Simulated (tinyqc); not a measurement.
Strained L valleys, repopulation and conductivity mass: mobility against stress.

A cubic crystal with four conduction valleys along the <111> axes under uniaxial stress X along [110] (X > 0 is tension); current along [110]. Non-degenerate electrons, fixed total density, one relaxation time for all valleys and stresses, masses unchanged by strain, so the mobility goes as the mean inverse mass.

Stress s_ij = X a_i a_j with a the unit vector along [110]; strain e_ii = s11 s_ii + s12 (s_jj + s_kk), e_ij = s44 s_ij/2. Valley shift dE = Xu (n.e.n - trace(e)/3) with n the valley axis; share f proportional to exp(-dE/Vt). Inverse mass along the current d = [110]: (n.d)^2/ml + (1 - (n.d)^2)/mt; mu/mu0 = sum f (1/m) over the plain mean of 1/m. The linear estimate is 1 - pi X with pi the small-stress slope -d(mu/mu0)/dX.

Values chosen for this exercise; values close to those of germanium: temperature T = 293 K; compliance s11 = 9.82 1/TPa; compliance s12 = -2.69 1/TPa; compliance s44 = 15.4 1/TPa; shear deformation potential Xu = 16.6 eV; longitudinal mass ml = 1.54 m0; transverse mass mt = 0.0829 m0.

Constants: q = 1.602176634e-19 C, kB = 1.380649e-23 J/K, Vt = kB T/q. Results are converted to the units shown.

Mobility against stress:
```
X (MPa)  splitting (meV)  largest share  mu/mu0  linear estimate
25                2.1303        0.26054  1.0194           1.0194
50                4.2607        0.27104  1.0388           1.0389
100               8.5213        0.29179  1.0770           1.0777
200               17.043        0.33131  1.1498           1.1555
400               34.085        0.39706  1.2710           1.3110
700               59.649        0.45696  1.3814           1.5442
1000              85.213        0.48346  1.4302           1.7774
1500              127.82        0.49685  1.4549           2.1661
2500              213.03        0.49989  1.4605           2.9435
```

The ratio mu/mu0 rises from 1.02 to 1.46; pi = -77.7e-11 1/Pa. The linear estimate of the change is 1.001 times the computed change in the first row and 4.22 times it in the last: once the splitting is several Vt (Vt = 25.2 meV) the upper valleys are nearly empty and little is left to move. At X = 2500 MPa the stress passes 1.5 GPa, where intervalley scattering and masses change too.

Numbers from tinyqc (`OMP_NUM_THREADS=1 python tinyqc.py 2530139 2530140 out.jsonl`; about 0.01 s on one thread of a shared Intel Xeon 2.30GHz).
